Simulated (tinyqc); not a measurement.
# Inputs raised by 5 %, one at a time

Model: Tersoff bond-order potential. Computed by tinyqc, a small Python program. Command: `OMP_NUM_THREADS=1 python tinyqc.py 3016357 3016358 out.jsonl tersoff sens`. One thread of a shared host (Intel(R) Xeon(R) Processor @ 2.30GHz), about 0.02 s of CPU time with the checks.

E = (1/2) sum_(i, j != i) [A exp(-lambda r_ij) - b_ij B exp(-mu r_ij)], b_ij = (1 + (beta zeta_ij)^n)^(-1/(2n)), zeta_ij = sum_(k != i, j) g(theta_ijk), g = 1 + c^2/d^2 - c^2/(d^2 + (h - cos theta)^2), with theta at atom i. Only nearest neighbours count (cut-off function 1 for them, 0 beyond).

Inputs (values chosen for the exercise, modelled on silicon): A = 1819.3 eV; B = 469.9 eV; lambda = 2.4799 1/angstrom; mu = 1.7322 1/angstrom; beta = 1.14e-06; n = 0.7881; c = 103400; d = 16.4; h = -0.5774.

Constants: 1 eV/angstrom^3 = 160.2176634 GPa.

Method:
- zeta = 3 g(cos theta = -1/3).
- With z equal bonds of order b, r = ln(lambda A/(mu b B))/(lambda - mu) and E per atom = -(z/2) b B exp(-mu r)(1 - mu/lambda).
- a0 = 4 r/sqrt3; B0 = phi''(r)/(3 a0) with phi'' = mu (lambda - mu) b B exp(-mu r), since b does not change under uniform scaling.
- Second derivatives of the energy per atom, volume V = a0^3/8: e_xx gives C11; e_xx = -e_yy gives 2 (C11 - C12); e_xy = e_yx = s/2 with a sublattice shift u_z gives C44 = (E_ss - E_su^2/E_uu)/V and Kleinman's parameter |E_su/E_uu|/(a0/4).
- Each of the four neighbours loses one bond; its three other bonds now have zeta = 2 g, for the direction that starts at it. E_v = -E + 12 x (1/2)(b(3g) - b(2g)) B exp(-mu r), where -E is the pair-like cost.

Runs; columns: (1) input moved; (2) from; (3) to; (4) energy per atom of the diamond lattice (eV); (5) bulk modulus B0 (GPa); (6) unrelaxed vacancy energy E_v (eV); (7) Kleinman's parameter:
```
(1)                      (2)       (3)      (4)     (5)     (6)      (7)
base run                   -         -  -4.7127   99.93  4.2221  0.64982
B (eV)                 469.9   493.395  -5.5405  120.85  4.9638  0.62974
n                     0.7881  0.827505  -4.8155  102.49  4.3794  0.67589
c                     103400    108570  -4.6659   98.77  4.1433  0.62970
d                       16.4     17.22  -4.7979  102.05  4.3668  0.68785
h                    -0.5774  -0.60627  -4.6011   97.16  4.0350  0.66948
lambda (1/angstrom)   2.4799    2.6039  -8.4583  213.60  7.6653  0.60852
mu (1/angstrom)       1.7322   1.81881  -2.2263   45.08  1.9642  0.69716
```

Exponents ln(y'/y) / ln(x'/x):
```
input   energy per atom of the diamond lattice  bulk modulus B0  unrelaxed vacancy energy E_v  Kleinman's parameter
B                                        3.317            3.896                         3.317                -0.643
n                                        0.442            0.518                         0.749                 0.806
c                                       -0.205           -0.240                        -0.386                -0.644
d                                        0.367            0.431                         0.690                 1.166
h                                       -0.491           -0.576                        -0.929                 0.611
lambda                                  11.987           15.569                        12.222                -1.346
mu                                     -15.370          -16.314                       -15.685                 1.441
```

To which inputs is each result most sensitive?

Among the inputs moved here: energy per atom of the diamond lattice answers most in size to mu (exponent -15.370), next to lambda (+11.987). Bulk modulus B0 answers most in size to mu (exponent -16.314), next to lambda (+15.569). Unrelaxed vacancy energy E_v answers most in size to mu (exponent -15.685), next to lambda (+12.222). Kleinman's parameter answers most in size to mu (exponent +1.441), next to lambda (-1.346).
